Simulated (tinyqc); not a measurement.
Length of a polyene: Hueckel, PPP and singles CI along the polyenes. Computed by the program tinyqc. Command: `OMP_NUM_THREADS=1 python tinyqc.py 114211 114212 out.jsonl`; one thread of a shared host (Intel(R) Xeon(R) Processor @ 2.60GHz), about 0.07 s.

All-trans chains of carbon centres 1.40 angstrom apart:
```
parameter                               value
beta (eV), times 1 +/- alternation  -2.430000
alternation                          0.130000
W (eV)                              11.160000
gamma_rr (eV)                       10.350000
repulsion formula                        Ohno
```

Hueckel uses the same beta without repulsion; CIS keeps all single excitations and so misses the low, doubly excited 2Ag state. W is the valence ionisation energy of a centre, MN the Mataga-Nishimoto formula, f the oscillator strength.

Gaps and excitations (eV):
```
centres  Hueckel gap  PPP orbital gap  bright singlet (CIS)       f  lowest triplet (CIS)
2             5.4918          12.7875                7.0189  0.6018                3.9647
4             3.7706          10.3903                5.5976  1.0807                3.0140
6             2.9832           9.2065                4.7934  1.4881                2.5657
8             2.5403           8.5220                4.2940  1.8545                2.3305
10            2.2594           8.0875                3.9621  2.1946                2.1945
12            2.0671           7.7938                3.7310  2.5191                2.1099
```

The Hueckel gap tends to 4 x alternation x |beta| = 1.26 eV for long chains. Exchange opens the PPP orbital gap, and the attraction of electron and hole brings the bright state 4.06 eV below it at 12 centres; the triplet lies 1.62 eV lower still.
